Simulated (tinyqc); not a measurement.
Resistance of a source-drain extension with a graded tip: two steps of the calculation.

y runs along the channel, the gate covers y > 0. The doping is N0 for y < y0 and N0 10^(-(y - y0)/la) beyond, uniform over the depth xj. Sheet conductance s(y) = q mu(N) max(N - Nch, 0) xj + (for y > 0) ma Cox Vo, with mu(N) = u0 + (u1 - u0)/(1 + (N/Nr)^au) and Cox = eps0 eox/tox. Current is taken as one-dimensional; depletion of the tip, spreading and the contact are left out. The metallurgical junction lies at yj, where N = Nch.

Inputs (values chosen for the exercise); mobility law close to that of electrons in silicon:
```
symbol,value,unit,meaning
eox,9.09,,relative permittivity of the gate insulator (close to aluminium oxide)
tox,2.8,nm,insulator thickness
N0,6.7e19,cm^-3,active doping of the extension far from the gate
la,5.4,nm/decade,lateral abruptness
y0,-0.5,nm,position under the gate where the fall begins (gate edge at 0)
xj,21,nm,depth of the extension
Nch,4e17,cm^-3,channel doping
Vo,0.68,V,gate overdrive
ma,190,cm^2/(V s),mobility of the gate-induced layer
u1,1414,cm^2/(V s),mobility at low doping
u0,68.5,cm^2/(V s),mobility at high doping
Nr,9.2e16,cm^-3,reference doping
au,0.711,,exponent
Lg,40,nm,gate length
```

Constants: q = 1.602176634e-19 C, eps0 = 8.8541878128e-14 F/cm where lengths are in cm. Results are converted to the units shown.

Question 1. Sheet resistances and junction position. yj = y0 + la log10(N0/Nch); sheet resistance of the full extension 1/[q mu(N0)(N0 - Nch) xj] and of the gate-induced layer 1/(ma Cox Vo); metallurgical length Lg - 2 yj; ye is where the doped and the gate-induced conductances are equal.

Wanted: yj; sheet resistance of the extension; sheet resistance of the induced layer; metallurgical length; ye; N at ye.

Answer 1.

yj = 11.510 nm
sheet resistance of the extension = 552.33 ohm/square
sheet resistance of the induced layer = 2692.7 ohm/square
metallurgical length = 16.981 nm
ye = 3.9570 nm
N at ye = 1.0016e19 cm^-3

The gate takes over 7.55 nm before the junction, where N is still 25.0 times the channel doping.

Question 2. Resistance of the overlapped part. Midpoint rule on 11 equal steps from 0 to yj: R_ov = sum h/s(y), per width.

Wanted: y; N; doped conductance; sheet resistance; R_ov.

Answer 2.

y, point 0 to 10 (nm): [0.52317, 1.5695, 2.6158, 3.6622, 4.7085, 5.7548, 6.8012, 7.8475, 8.8938, 9.9402, 10.987]
N, point 0 to 10 (cm^-3): [4.3311e19, 2.7723e19, 1.7745e19, 1.1358e19, 7.2700e18, 4.6534e18, 2.9786e18, 1.9065e18, 1.2203e18, 7.8110e17, 4.9997e17]
doped conductance, point 0 to 10 (uS): [1230.3, 839.75, 581.70, 409.07, 291.52, 209.49, 150.26, 105.54, 69.890, 39.726, 12.751]
sheet resistance, point 0 to 10 (ohm/square): [624.34, 825.68, 1049.2, 1281.3, 1508.5, 1721.6, 1917.0, 2096.8, 2266.2, 2432.5, 2603.3]
R_ov = 19.176 ohm um

Computed by the program tinyqc: `OMP_NUM_THREADS=1 python tinyqc.py 2282012 2282013 out.jsonl`, one thread of a shared Intel Xeon 2.30GHz, about 0.03 s for the whole run.
